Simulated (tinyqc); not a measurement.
Fully depleted semiconductor-on-insulator film with two gates, non-linear Poisson equation by Newton steps: one step of the calculation.

One dimension across the film, front interface at x = 0, back interface at x = ts. psi is counted from the intrinsic level, n = ni exp(psi/Vt) (source grounded), holes neglected, acceptors ionised. Gates act through Cox = eps0 eox/tox and Cbox = 3.9 eps0/tb with potentials G1 = Vg - (phiM - chi - Vt ln(Nc/ni)) and G2 = Vb - (phiB - chi - Vt ln(Nc/ni)). Classical Boltzmann densities, no interface charge, no depletion in the back plane.

Problem. Capacitances and gate potentials. ni = sqrt(Nc Nv) exp(-Eg/(2 Vt)), Eg in volts; Cox, Cbox, G1, G2 as defined; Cs = eps0 eps_r/ts; a = eps0 eps_r/h with h = ts/9; coupling ratio of a depleted film Cs Cbox/(Cox (Cs + Cbox)).

Inputs (values chosen for the exercise); band and dielectric values close to those of silicon: temperature T = 400 K; band gap Eg = 1.1 eV; relative permittivity eps_r = 11.8; conduction-band density of states at T Nc = 4.31e19 cm^-3; valence-band density of states at T Nv = 4.06e19 cm^-3; electron affinity chi = 4.11 eV; relative permittivity of the gate insulator (close to silicon dioxide) eox = 3.9; insulator thickness tox = 3.2 nm; film thickness ts = 13 nm; buried-oxide thickness (eps_r 3.9) tb = 83 nm; work function of the front gate phiM = 4.4 eV; work function of the back plane phiB = 4.61 eV; back-gate voltage Vb = 0.8 V; front-gate voltage Vg = -0.07 V.

Constants: q = 1.602176634e-19 C, kB = 1.380649e-23 J/K, Vt = kB T/q, eps0 = 8.8541878128e-14 F/cm where lengths are in cm. Results are converted to the units shown.

Find: ni; Cox; Cbox; Cs; a; G1; G2; coupling ratio.

Solution.

ni = 4.918e12 cm^-3
Cox = 1.079 uF/cm^2
Cbox = 0.04160 uF/cm^2
Cs = 0.8037 uF/cm^2
a = 7.233 uF/cm^2
G1 = 0.1910 V
G2 = 0.8510 V
coupling ratio = 0.03666

Numbers from tinyqc (`OMP_NUM_THREADS=1 python tinyqc.py 2190139 2190140 out.jsonl`; about 0.4 s on one thread of a shared Intel Xeon 2.30GHz).
